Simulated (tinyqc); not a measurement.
# Effect of the position of a charge sheet

One sheet of 5.1e11 cm^-2 lies at the depth x from the gate; it shifts Vfb by -(q/eps0) Q s, with s = x/e2 in layer 2 and t2/e2 + (x - t2)/e1 in layer 1, and it induces the share s/(t1/e1 + t2/e2) of its image in the semiconductor.

Values chosen for this exercise:
- t1 = 1.2 nm (thickness of layer 1, next to the semiconductor)
- e1 = 4.02 (relative permittivity of layer 1)
- t2 = 3.6 nm (thickness of layer 2, next to the gate)
- e2 = 22.3 (relative permittivity of layer 2)

Constants: q = 1.602176634e-19 C, eps0 = 8.8541878128e-14 F/cm where lengths are in cm. Results are converted to the units shown.

Effect of the position of a charge sheet:
```
x (nm),shift (mV),image in the semiconductor (%)
0,0,0
0.6,-2.4830,5.8498
1.2,-4.9660,11.700
1.8,-7.4490,17.549
2.4,-9.9320,23.399
3,-12.415,29.249
3.6,-14.898,35.099
4.2,-28.672,67.549
4.8,-42.446,100.00
```

Read the table: what changes, and by how much?

The shift grows from 0 at the gate to -42.4 mV at the semiconductor, by -4.14 mV/nm in layer 2 and -23.0 mV/nm in layer 1, the ratio of the permittivities. A sheet between the layers has 35.1 % of its full effect.

tinyqc, about 0.01 s, one thread, Intel Xeon 2.30GHz (shared host): `OMP_NUM_THREADS=1 python tinyqc.py 2010156 2010157 out.jsonl`
